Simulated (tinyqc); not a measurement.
Moment against the Stoner parameter: Stoner model of a band ferromagnet.

Density of states per atom and spin: flat with a rise to the top, D(e) = (M/W) [1 - sp + 4 sp (e/W + 1/2)^3]. Levels e -/+ I m/2 for up and down spin, m = n_up - n_down, n_up + n_down = nd. At zero temperature e(N) is the energy below which N states lie, and E(m) = sum over spins of integral e D de - I m^2/4.

Inputs chosen for the exercise:

| symbol | value | unit | meaning |
|---|---|---|---|
| W | 6.1 | eV | band width, e from -W/2 to W/2 |
| M | 5 |  | states per atom and spin |
| nd | 4.59 |  | electrons per atom |
| sp | 0.22 |  | shape parameter |

Lowest state for each I.

Results:

| I (eV) | I D(EF) | m (muB) | E - E(0) (meV) |
|---|---|---|---|
| 0.79 | 0.605 | 0.000 | 0.0 |
| 1.05 | 0.805 | 0.000 | 0.0 |
| 1.18 | 0.904 | 0.000 | 0.0 |
| 1.31 | 1.004 | 4.590 | -145.4 |
| 1.44 | 1.104 | 4.590 | -830.2 |
| 1.63 | 1.249 | 4.590 | -1830.9 |
| 1.96 | 1.502 | 4.590 | -3569.0 |
| 2.35 | 1.801 | 4.590 | -5623.2 |

What can be read from this table?

A moment first appears at I = 1.31 eV of those listed, where I D(EF) = 1.004. It is saturated at 4.590 from I = 1.31 eV on. Between that row and the one before it m goes from zero to saturation; the table does not show whether the onset is abrupt.

Run: tinyqc, `OMP_NUM_THREADS=1 python tinyqc.py 1682755 1682756 out.jsonl`; Intel(R) Xeon(R) Processor @ 2.30GHz, one thread, shared host; about 0.1 s of CPU time with all checks.
